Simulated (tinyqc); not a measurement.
Off-state leakage of single and stacked transistors: one step of the calculation.

n-channel devices of unit width. Subthreshold current I(Vg, Vs, Vd) = I0 (T/300 K)^0.5 exp[(Vg - Vs - VT(T) - gb (Vs - Vb) + dd (Vd - Vs))/(nf Vt)] (1 - exp(-(Vd - Vs)/Vt)), VT(T) = VT - cT (T - 300 K). Gate-edge tunnelling Ig (Vd/1 V) exp(ag (Vd - 1 V)), for a gate at 0 V, and band-to-band leakage Ab u exp(-Bb/u), u = Vd - Vb + 1 V, flow at a drain held at V; both are taken as independent of T. In a stack of off transistors (all gates at 0 V) the same subthreshold current passes through each.

Task. Leakage of one transistor. Vg = Vs = 0, Vd = V; effective threshold VT(T) - gb Vb - dd V.

Parameters, values chosen for the exercise; values of the order met in bulk silicon logic transistors:

| symbol | value | unit | meaning |
|---|---|---|---|
| T | 330 | K | temperature |
| V | 1 | V | supply voltage |
| VT | 0.41 | V | threshold at 300 K, zero drain and body bias |
| cT | 0.6 | mV/K | fall of the threshold with temperature |
| I0 | 0.13 | uA/um | current at threshold at 300 K |
| nf | 1.3 |  | slope factor |
| dd | 0.07 |  | drain-induced lowering per volt |
| gb | 0.11 |  | rise of the threshold per volt of source-body bias |
| Ig | 2e-6 | uA/um | gate-edge tunnelling current at 1 V |
| ag | 4.6 | 1/V | exponential slope of the gate current |
| Ab | 200 | uA/(um V) | prefactor of band-to-band leakage at the drain |
| Bb | 20 | V | its exponential voltage |
| Vb | 0 | V | body voltage |

Constants: q = 1.602176634e-19 C, kB = 1.380649e-23 J/K, Vt = kB T/q. Results are converted to the units shown.

Find: effective threshold; parts; total; shares.

Result.

effective threshold = 0.32200 V
parts (nA/um): subthreshold 0.022484, gate edge 0.0020000, band-to-band 18.160
total = 18.184 nA/um
shares (%): subthreshold 0.12364, gate edge 0.010998, band-to-band 99.865

The band-to-band part is the largest.

Computed by the program tinyqc: `OMP_NUM_THREADS=1 python tinyqc.py 2242054 2242055 out.jsonl`, one thread of a shared Intel Xeon 2.30GHz, about 0.03 s for the whole run.
